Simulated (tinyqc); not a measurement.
# Interdiffusion in a binary couple: Darken equations, Kirkendall shift and Boltzmann-Matano analysis, step by step

A worked calculation. Computed by tinyqc, a small Python program that keeps every step. Command: `OMP_NUM_THREADS=1 python tinyqc.py 3006586 3006587 out.jsonl darken walk`. One thread of a shared host (Intel(R) Xeon(R) Processor @ 2.30GHz), about 0.02 s of CPU time with the checks. Intermediate numbers are printed to about 6 digits and carried at full precision; extremes and crossings named in words are read from the listed rows.

x is the mole fraction of B; the molar volume is constant, and the two halves are long enough to count as infinite.

Inputs (values chosen for the exercise, for a model alloy A-B):
```
quantity                            value   unit
tracer diffusivity D*_A(0)          2e-15  m^2/s
tracer diffusivity D*_B(0)        6.8e-15  m^2/s
slope k of ln D* with x             -0.33      -
regular-solution parameter W        -0.15     eV
temperature T                        1020      K
left composition x_L                 0.27      -
right composition x_R                0.77      -
time t                               3900      s
composition x for the local step     0.46      -
```

Vacancy-wind correction: Manning, fcc.

Constants: k_B = 8.617333262e-05 eV/K.

## Diffusivities at one composition

D*_i(x) = D*_i(0) exp(k x); thermodynamic factor Phi = 1 - 2 W x (1 - x)/(k_B T); with f0 = 0.7815, M0 = 2 f0/(1 - f0), den = M0 ((1 - x) D*_A + x D*_B): D_A = D*_A Phi [1 + 2 (1 - x)(D*_A - D*_B)/den], D_B = D*_B Phi [1 - 2 x (D*_A - D*_B)/den]; interdiffusion D~ = x D_A + (1 - x) D_B.

thermodynamic factor Phi = 1.84781

intrinsic D_A = 2.62831e-15 m^2/s

intrinsic D_B = 1.23792e-14 m^2/s

interdiffusion coefficient D~ at the local x = 7.89379e-15 m^2/s

A negative W (tendency to order or compound) speeds mixing: Phi is above 1.

## Composition profile

With lambda = z/sqrt(t), the profile solves d/dlambda (D~ dx/dlambda) + (lambda/2) dx/dlambda = 0 with x = x_L and x_R far to the left and right; z = 0 is the original interface. It is solved as a boundary-value problem in y = lambda/sqrt(D~ at the mean composition) on -12 < y < 12 (collocation, tolerance 1e-8). The last column is the error-function profile for a constant D~ taken at the mean composition.

D~ at the mean composition = 7.27163e-15 m^2/s

Profile at time t:
```
y       z (um)         x  dx/dz (1/um)  x for constant D~
-3.0  -15.9760  0.282099     0.0033115           0.278474
-2.0  -10.6507  0.313813     0.0092263           0.309325
-1.5   -7.9880  0.343833     0.0134217           0.342211
-1.0   -5.3253  0.385606     0.0179692           0.389875
-0.5   -2.6627  0.439321     0.0222817           0.450918
0.0     0.0000  0.503393     0.0256040           0.520000
0.5     2.6627  0.573880     0.0268943           0.589082
1.0     5.3253  0.643613     0.0248156           0.650125
1.5     7.9880  0.702352     0.0186945           0.697789
2.0    10.6507  0.741332     0.0105919           0.730675
3.0    15.9760  0.767528     0.0013505           0.761526
```

At the original interface x = 0.5034, against the mean 0.5200. D~ is 0.456 times as large at x_R as at x_L, so the profile is flatter and reaches further on the left.

## Boltzmann-Matano quantities at composition x

Read from the profile: the position z(x), the area -int_(x_L)^x z dx and the slope.

position z(x) = -1.76096 um

area -int z dx from x_L to the local x = 1.45076 um

slope dx/dz at the local x = 0.0235621 1/um

## Boltzmann-Matano diffusivity

D~(x) = area/(2 t slope), with z counted from the original interface (the Matano plane); 1 um^2 = 1e-12 m^2.

D~ from the profile = 7.89379e-15 m^2/s

It returns the value of D~ 7.8938e-15 m^2/s that went in.

## Kirkendall markers

Lattice planes move with v = (D_B - D_A) dx/dz; markers from the original interface stay at one composition, where z_K = 2 t v.

marker position z_K = 1.97190 um

composition at the markers = 0.555313

number of solutions = 1

The markers move towards the B-rich side, the side that loses atoms of the faster species (B); vacancies flow the same way and may condense there as voids.

Checks made by the program: mass balance about the original interface (Matano plane at z = 0) (relative difference below 1e-10); Boltzmann-Matano against the Darken value (relative difference 3e-07).
